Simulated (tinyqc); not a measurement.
Rapid thermal processing of a wafer: radiative balance, ramp and cooling, pattern effects, pyrometer error and spike budget: one step, computed by the program tinyqc. Command: `OMP_NUM_THREADS=1 python tinyqc.py 3110270 3110271 out.jsonl rtp walk`. One thread of a shared host (Intel(R) Xeon(R) Processor @ 2.30GHz), about 0.04 s of CPU time with the checks.

The wafer is opaque and uniform through its thickness unless said otherwise; temperatures in formulas are in kelvin (C + 273.15). sigma = 5.670374419e-12 W/(cm^2 K^4).

Task: Power to hold and to ramp. Effective emissivity between parallel grey plates: eps_eff = 1/(1/eps + 1/(1 - r) - 1). Loss per area q(T) = 2 eps_eff sigma (T^4 - T_w^4) + h (T - T_w). Absorbed power during a ramp = q(T) + C d x ramp rate; thermal time constant tau = C d/(dq/dT), dq/dT = 8 eps_eff sigma T^3 + h; natural cooling rate q/(C d); front-to-back difference under one-sided heating at the end of the ramp = (absorbed power) d/(2 k).

Inputs (values chosen for the exercise, modelled on a hot silicon wafer):
```
quantity                                              value         unit
wafer thickness d                                       625   micrometre
heat capacity per volume C                             2.14   J/(cm^3 K)
thermal conductivity k                                 0.25     W/(cm K)
emissivity eps of each face                            0.55            -
reflectivity of the chamber walls r                    0.27            -
gas heat-transfer coefficient h, both faces together    1.1  mW/(cm^2 K)
wall temperature T_w                                    350            K
process temperature                                    1060            C
ramp rate                                                46          K/s
```

Give: eps_eff; holding power q; power at the end of the ramp; dq/dT; time constant tau; natural cooling rate; front-to-back difference.

Result:

eps_eff = 0.4570

holding power q = 17.38 W/cm^2

power at the end of the ramp = 23.53 W/cm^2

dq/dT = 50.22 mW/(cm^2 K)

time constant tau = 2.663 s

natural cooling rate = 129.9 K/s

front-to-back difference = 2.941 K

Radiation carries 94 % of the loss. The ramp needs 1.4 times the holding power.
